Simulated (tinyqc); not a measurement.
Standing waves and exposure in a photoresist film, step by step. Values are carried at full precision from step to step, so a last printed digit may differ when a step is redone from the rounded ones.

Normal incidence from air. Unexposed resist: N1 = n1 + i k1 with k1 = (A + B) lam/(4 pi), lam in micrometres. r01 = (1 - N1)/(1 + N1), t01 = 2/(1 + N1). Substrate Ns = ns + i ks: r12 = (N1 - Ns)/(N1 + Ns). With p = exp(2 pi i N1 d/lam), the field at depth z is E(z) = t01 [exp(2 pi i N1 z/lam) + r12 p^2 exp(-2 pi i N1 z/lam)]/(1 + r01 r12 p^2), the relative intensity I(z) = n1 |E(z)|^2 and the reflectance R = |(r01 + r12 p^2)/(1 + r01 r12 p^2)|^2.

Inputs chosen for the exercise (a resist on polySi, indices near tabulated ones; the results hold for these values, not for the real material):
- lam = 193 nm (vacuum wavelength)
- n1 = 1.697 (resist index)
- A = 0.09 1/micrometre (bleachable absorption (Dill A))
- B = 0.81 1/micrometre (fixed absorption (Dill B))
- d = 215 nm (resist thickness)
- ns = 0.984 (substrate n)
- ks = 2.203 (substrate k)
- C = 0.037 cm^2/mJ (exposure rate (Dill C))
- D = 15 mJ/cm^2 (incident dose)
- Ld = 20 nm (diffusion length of the post-exposure bake)

## Interface coefficients

Form N1, r01, t01 and r12.

N1 = 1.69700+0.01382i
r01 = -0.2585-0.0038i
t01 = 0.7415-0.0038i
r12 = -0.2431-0.6156i
|r12|^2 = 0.4380

Next to the bottom the intensity swings by a factor ((1 + |r12|)/(1 - |r12|))^2 = 24.1 between antinode and node.

## Round trip and reflectance

Form p^2, the denominator and R; the period of the standing wave is lam/(2 n1).

p^2 = 0.1589-0.8086i
1 + r01 r12 p^2 = 1.1390-0.0235i
R = 0.4937
period = 56.87 nm

The film holds 3.78 periods.

## Intensity and exposure over the lowest period

Nine depths from d - period to d. Without bleaching during the exposure the share of unexposed compound is m = exp(-C D I).

Profile:
```
z (nm)      I      m
158.1   0.582  0.724
165.2   0.148  0.921
172.4   0.136  0.927
179.5   0.551  0.737
186.6   1.149  0.529
193.7   1.578  0.417
200.8   1.586  0.415
207.9   1.166  0.523
215.0   0.564  0.731
```

I runs from 0.136 to 1.586 on these points, so m runs from 0.415 to 0.927; the least exposed point listed lies 42.6 nm above the bottom.

## Smoothing by the bake

Gaussian diffusion of length Ld multiplies a cosine of period L by exp(-2 pi^2 Ld^2/L^2). Give that factor, and the Ld that leaves 10 %.

factor = 0.0870
Ld for 10 % = 19.42 nm

## Checks

- R against the transfer-matrix product: both 0.49371.
- Absorption (A + B) d times the mean of I against 1 - R - T: both 0.179.

Computed by tinyqc, a small Python program: `OMP_NUM_THREADS=1 python tinyqc.py 1650736 1650737 out.jsonl` (the numbers bound the seed that draws the inputs); one thread of a shared host (Intel(R) Xeon(R) Processor @ 2.30GHz), about 0.01 s for the whole set of steps.
